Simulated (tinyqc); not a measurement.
Worked calculation: self-heating of a transistor with one or more fingers, with temperature-dependent conductivity. Computed by tinyqc, a small Python program that keeps every step. Command: `OMP_NUM_THREADS=1 python tinyqc.py 3001412 3001413 out.jsonl selfheat walk`. One thread of a shared host (Intel(R) Xeon(R) Processor @ 2.30GHz), about 0.06 s of CPU time with the checks. Intermediate numbers are printed to about 5 digits and carried at full precision; extremes and crossings named in words are read from the listed rows.

N long parallel fingers lie on the top face of a slab whose bottom is held at T_0; the top is otherwise insulated, and heat flows in two dimensions. P in W/mm is 1000 P in W/m.

Inputs (values chosen for the exercise, modelled on sapphire):
```
quantity,value,unit
conductivity at the base temperature kappa_0,34.7,W/(m K)
exponent m in kappa ~ T^-m,1.27,-
base temperature T_0,298,K
power per gate width P,0.15,W/mm
fingers N,1,-
finger pitch s,34,micrometre
width of the heat source w,0.5,micrometre
substrate thickness t,100,micrometre
phonon free path Lambda,16,nm
heat capacity C,2.99,1e6 J/(m^3 K)
pulse length,0.057,microsecond
power coefficient beta,0.81,1e-3/K
```

Power: power rises with temperature.

## Geometry factors

A line source of power P on the top face raises the top at distance x by (P/(pi kappa_0)) g(x), g(x) = -ln tanh(pi x/(4 t)) (the image sum for the slab). On a strip of width w the centre sees the mean of g over the strip, g_0 = 1 + ln(8 t/(pi w)) for w much below t.

own factor g_0 = 7.2330

g(j s), j = 1..7: [1.3438, 0.7164, 0.4085, 0.2373, 0.1387, 0.0812, 0.0476]

## Linear temperature rise of each finger

theta_i = (P/(pi kappa_0)) [g_0 + sum over j != i of g(|i - j| s)], with equal powers and constant conductivity; thermal resistance = largest theta/P.

theta of each finger (K): [9.9525]

largest theta = 9.9525 K

thermal resistance = 66.350 K mm/W

## Correction for the falling conductivity

Kirchhoff transformation for kappa = kappa_0 (T/T_0)^-m: T = T_0 [1 - (m - 1) theta/T_0]^(-1/(m - 1)), where theta is the linear rise. The bracket vanishes at the power P T_0/((m - 1) theta).

peak temperature = 308.17 K

true rise = 10.167 K

true rise / linear rise = 1.0216

power at which the formula diverges = 16.635 W/mm

The falling conductivity adds 2.2 % to the rise.

## Extra rise from ballistic phonons

Near a source smaller than the free path, Fourier's law overstates the flow. Rough estimate: a strip that emits phonons into a half space adds a resistance times area of 4 Lambda/(3 kappa_0), from the ballistic flux C v Delta T/4 with kappa_0 = C v Lambda/3, so Delta T_b = 4 Lambda P/(3 kappa_0 w); Knudsen number Lambda/w.

Knudsen number = 0.032

ballistic rise Delta T_b = 0.18444 K

Delta T_b / largest theta = 0.018532

By this estimate the ballistic term is at most a fifth of the Fourier rise.

## Electrothermal feedback

The power follows P [1 + beta (T - T_0)] with T the peak temperature, for all fingers alike. Start at T_0 and repeat; stop when T changes by less than 1e-6 K, after 50 steps, or when the bracket falls below 0.05.

Iterations:
```
step,power (W/mm),T (K),change (K)
1,0.15000,308.17,1.0167e+01
2,0.15124,308.25,8.5546e-02
3,0.15125,308.25,7.1991e-04
4,0.15125,308.25,6.0583e-06
5,0.15125,308.25,5.0983e-08
```

converged (1 yes, 0 no) = 1

peak temperature with feedback = 308.25 K

Converged in 5 steps; feedback adds 0.1 K.

## Rise at the end of a pulse

After switching on, theta(tau) = (P D/kappa_0) int_0^tau X(u) Z(u) du at the hottest finger, D = kappa_0/C; X = sum over fingers at distance x of [erf((x + w/2)/r) - erf((x - w/2)/r)]/(2 w), Z = sum_(j=-200..200) (-1)^j exp(-(2 j t/r)^2)/sqrt(pi D u), r = 2 sqrt(D u); trapezoid rule on 300 points evenly spaced in ln u from u_0 = 1e-3 min(tau, w^2/D) to tau, plus the exact piece 2 sqrt(u_0/(pi D))/w below u_0. Conductivity and power are held at their base values here, and Fourier's law is used even where the diffusion length is near a phonon free path.

diffusivity D = 11.605 micrometre^2/microsecond

diffusion length sqrt(D tau) = 0.81333 micrometre

linear rise after the pulse = 3.5612 K

share of the steady rise = 0.3578

## Rise against time

The formulas are those given above.

Heating curve:
```
time (microsecond),sqrt(D time) (micrometre),rise (K),share of the steady rise
8.60e-04,0.099903,0.9622,0.09668
0.0086,0.31592,2.2897,0.2301
0.086,0.99903,3.8424,0.3861
0.86,3.1592,5.4233,0.5449
8.6,9.9903,7.0071,0.7041
43,22.339,8.1144,0.8153
170,44.417,9.0586,0.9102
520,77.684,9.7201,0.9766
1300,122.83,9.9349,0.9982
```

Half the steady rise is reached between 0.086 and 0.86 microseconds, and the last row holds 99.8 % of it; the slowest time constant is 4 t^2/(pi^2 D) = 349 microseconds. While the diffusion length lies between w and the pitch or thickness, the rise grows as the logarithm of time.

Checks made by the program: g(s) against the alternating image sum (relative difference 9e-07); Kirchhoff integral of kappa/kappa_0 from T_0 to T (relative difference below 1e-10); long-time limit against the steady rise (relative difference 1e-05).
